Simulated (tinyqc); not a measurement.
A discretised effective-mass wire between two leads, recursive Green functions: one step of the calculation.

Finite differences on a grid of step a give a chain with hopping -t, t = C/(m a^2), C = hbar^2/(2 m0), and site energies 2 t + U_i for the N = 8 sites of the device; the semi-infinite leads have site energy 2 t. Each slice is one site, and V = -t couples neighbouring slices.

Question. Self-energy of the leads. Sigma = t^2 g(E - 2 t), g(x) = (x - i sqrt(4 t^2 - x^2))/(2 t^2) for |x| < 2 t and (x - sign(x) sqrt(x^2 - 4 t^2))/(2 t^2) otherwise; Gamma = i (Sigma - Sigma^dagger); both leads give the same.

Inputs (values chosen for the exercise):
- m = 0.2 m0 (effective mass)
- a = 0.38 nm (grid step)
- E = 0.227 eV (energy above the band bottom of the leads)

Constants: q = 1.602176634e-19 C, hbar = 1.054571817e-34 J s, m0 = 9.1093837015e-31 kg, hbar^2/(2 m0) = 0.0380998212 eV nm^2. Results are converted to the units shown.

Give: t; Sigma; Gamma; open modes.

Answer.

t = 1.319 eV
Sigma = -1.206-0.535i eV
Gamma = 1.071 eV
open modes = 1

tinyqc, about 0.01 s, one thread, Intel Xeon 2.30GHz (shared host): `OMP_NUM_THREADS=1 python tinyqc.py 2660042 2660043 out.jsonl`
